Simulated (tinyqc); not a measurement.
# Which input was changed?

Model: velocity overshoot from momentum and energy balance equations after a field step. Computed by tinyqc, a small Python program. Command: `OMP_NUM_THREADS=1 python tinyqc.py 3012998 3012999 out.jsonl overshoot which`. One thread of a shared host (Intel(R) Xeon(R) Processor @ 2.30GHz), about 0.09 s of CPU time with the checks.

At t = 0 the field jumps from 0 to F in a uniform sample. v is the drift velocity and u = w - (3/2) k_B T the excess energy per carrier.

Inputs (values chosen for the exercise, modelled on electrons in germanium except for tau_E):
```
quantity,value,unit
effective mass m,0.13,m_0
low-field mobility mu_0,3800,cm^2/(V s)
saturation velocity v_s,0.64,1e7 cm/s
energy relaxation time tau_E,0.39,ps
field after the step F,9.2,kV/cm
lattice temperature T,300,K
time step dt,5.1,fs
```

Scheme: explicit Euler.

Constants: m_0 = 9.1093837015e-31 kg; e = 1.602176634e-19 C; k_B = 8.617333262e-05 eV/K.

Method:
- dv/dt = e F/m - v/tau_m(u), du/dt = e F v - u/tau_E, tau_m(u) = tau_0/(1 + c u), tau_0 = m mu_0/e, c = mu_0/(e tau_E v_s^2); this choice gives the steady state v (1 + mu_0 F v/v_s^2) = mu_0 F, which saturates at v_s. Steady velocity v = 2 mu_0 F/(1 + sqrt(1 + 4 (mu_0 F/v_s)^2)); u = e F v tau_E; carrier temperature T + 2u/(3 k_B), neglecting the drift energy m v^2/2.
- Step: v_new = v + dt (e F/m - v/tau_m(u)), u_new = u + dt (e F v - u/tau_E). Start v = u = 0; the distance adds dt (v + v_new)/2.
- Run to 8 times the larger of tau_E and tau_0, but at most 20001 steps, and stop early if |v| > 1000 v_s or u < -1/(2c); the run is accepted if the last v is within 0.5 % of the steady value.

Problem. One of these inputs alone was changed, within the range given: effective mass m (0.065 to 0.26); low-field mobility mu_0 (1900 to 7600); saturation velocity v_s (0.32 to 1.28); field after the step F (4.6 to 18.4). Which one, and to what value?

Results:
```
run,peak velocity (1e7 cm/s),steady velocity (1e7 cm/s),steady carrier temperature (K)
before,1.124913,0.5840942,462.1329
after,1.081050,0.5734196,459.1698
```

Solution.

Each candidate set to reproduce peak velocity, and what it then gives:
```
candidate,range searched,value needed,steady velocity (1e7 cm/s),steady carrier temperature (K)
effective mass m (m_0),0.065 to 0.26,0.1512,0.58409,462.13
low-field mobility mu_0 (cm^2/(V s)),1900 to 7600,3160,0.57342,459.17
saturation velocity v_s (1e7 cm/s),0.32 to 1.28,0.5948,0.54632,451.65
field after the step F (kV/cm),4.6 to 18.4,8.444,0.57935,447.60
```

Only low-field mobility mu_0 fits every result: it went from 3800 to 3160 cm^2/(V s). The next best candidate, effective mass m, misses one result by 1.9 %.
